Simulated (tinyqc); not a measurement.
Inside a calculation. Method: coherent transport through a tight-binding region between two chains. One step of it, computed by the program tinyqc.

Question. Transmission at E = 0.74 eV. Surface Green function g = (E - i sqrt(4 t^2 - E^2)) / (2 t^2); self-energy tc^2 g on each contact site; G = (E - H - Sigma)^(-1); Gamma = -2 Im Sigma; T = Gamma_L Gamma_R |G_LR|^2; local density of states -Im G_ii / pi.

H of the central region (eV):
$$\begin{pmatrix}
0.000000 & -2.420000 & 0.000000 \\
-2.420000 & 0.640000 & -1.640000 \\
0.000000 & -1.640000 & 0.000000
\end{pmatrix}$$

Leads: semi-infinite chains with site energy 0:
```
parameter                           value
lead hopping t (eV)              1.250000
coupling to the left lead (eV)   0.440000
coupling to the right lead (eV)  1.060000
left contact site                       1
right contact site                      3
```

E = 0.740000 eV

Give: g; G; local density of states; transmission.

Answer.

g = 0.237-0.764i 1/eV

G (1/eV):
$$\begin{pmatrix}
0.235-0.291i & 0.328+0.069i & -0.366+0.425i \\
0.328+0.069i & -0.090-0.040i & 0.131-0.099i \\
-0.366+0.425i & 0.131-0.099i & 0.532-0.621i
\end{pmatrix}$$

local density of states (1/eV): [0.093, 0.013, 0.198]

transmission = 0.160
